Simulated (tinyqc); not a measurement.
Inside a calculation: Slater-Koster d bands of an fcc metal. Values are carried at full precision from step to step, so a last printed digit may differ when a step is redone from the rounded ones.

Slater-Koster d bands. For a bond with direction cosines (l, m, n) the 5 x 5 block is dds Ps + ddp Pp + ddd (1 - Ps - Pp), the projectors on sigma, pi and delta states about the bond; for instance <xy|xy> = 3 l^2 m^2 dds + (l^2 + m^2 - 4 l^2 m^2) ddp + (n^2 + l^2 m^2) ddd, <xy|yz> = 3 l m^2 n dds + l n (1 - 4 m^2) ddp + l n (m^2 - 1) ddd and <3z2-r2|3z2-r2> = (n^2 - (l^2 + m^2)/2)^2 dds + 3 n^2 (l^2 + m^2) ddp + (3/4)(l^2 + m^2)^2 ddd. H(k) sums the blocks times cos(k.R) over the neighbours; the d level is the zero of energy; k in 2 pi/a.

Parameters, chosen for this exercise (of the size met in Ru; the results hold for these values, not for the real material): dds = -0.979 eV (dd sigma); ddp = 0.676 eV (dd pi); ddd = -0.117 eV (dd delta); k = (0.75, 0.01, 0) 2 pi/a (wave vector); Nd = 6 (d electrons per atom).

## The block of one bond

Direction (1,1,0)/sqrt2; its eigenvalues must be dds once, ddp twice and ddd twice.

block (eV), lower triangle:
```
             xy      yz      zx   x2-y2   3z2-r2
xy      -0.7635
yz            0  0.2795
zx            0  0.3965  0.2795
x2-y2         0       0       0  0.6760
3z2-r2   0.3733       0       0       0  -0.3325
```

## Levels at Gamma

Neighbours: twelve at (a/2)(1,1,0) and equivalents.

Summing the blocks at k = 0 gives E(t2g) = 3 dds + 4 ddp + 5 ddd, E(eg) = 1.5 dds + 6 ddp + 4.5 ddd.

levels (eV): t2g (threefold) -0.8180, eg (twofold) 2.0610

The t2g level lies lower, by 2.8790 eV.

## The Hamiltonian at one k

Sum over the neighbours.

H(k) (eV), lower triangle:
```
             xy       yz      zx    x2-y2  3z2-r2
xy       2.4853
yz            0  -4.6332
zx            0  -0.0352  2.4868
x2-y2         0        0       0  -2.0051
3z2-r2  -0.0332        0       0   2.9811  1.4358
```

## Levels and character

Diagonalise H; t2g is xy, yz, zx and eg the other two.

levels (eV): -4.6334  -3.7266  2.4842  2.4870  3.1584

weights:
```
     band 1  band 2  band 3  band 4  band 5
t2g   1.000   0.000   0.998   1.000   0.002
eg    0.000   1.000   0.002   0.000   0.998
```

## Levels at points of symmetry

Coordinates: G (0, 0, 0), X (1, 0, 0), W (1, 0.5, 0), L (0.5, 0.5, 0.5), K (0.75, 0.75, 0); the others lie half way.

Levels (eV):
```
k        band 1  band 2  band 3  band 4  band 5
G        -0.818  -0.818  -0.818   2.061   2.061
G-X 0.5  -3.054  -1.330   1.118   1.118   2.704
X        -5.290  -4.721   3.054   3.054   3.347
W        -2.704  -1.118  -1.118   1.330   3.054
L        -3.172  -1.200  -1.200   2.786   2.786
L-G 0.5  -1.995  -0.263  -0.263   1.677   1.677
K        -3.832  -2.339   1.135   1.807   2.721
```

On these points the bands run from -5.290 (X) to 3.347 eV (X).

## Second moment and the rectangular band

mu2 = z (dds^2 + 2 ddp^2 + 2 ddd^2)/5 per orbital, with z = 12. A rectangular band with the same mu2 has width W = sqrt(12 mu2), Fermi level W (Nd/10 - 1/2) and bond energy -W Nd (10 - Nd)/20 (Friedel).

mu2 = 4.5595 eV^2
W = 7.3969 eV
Fermi level = 0.7397 eV
bond energy per atom = -8.8762 eV

The bond energy is the attractive part alone; the repulsion between atoms, left out, cancels a large share of it in the cohesive energy.

## Checks

- Levels at Gamma from the formulas against H(0): they agree to 1e-10 or better.
- Second moment from the formula against the mean square level on the mesh: both 4.55945.

(tinyqc, `OMP_NUM_THREADS=1 python tinyqc.py 1481221 1481222 out.jsonl`, Intel(R) Xeon(R) Processor @ 2.30GHz, 1 thread, shared host, about 0.06 s.)
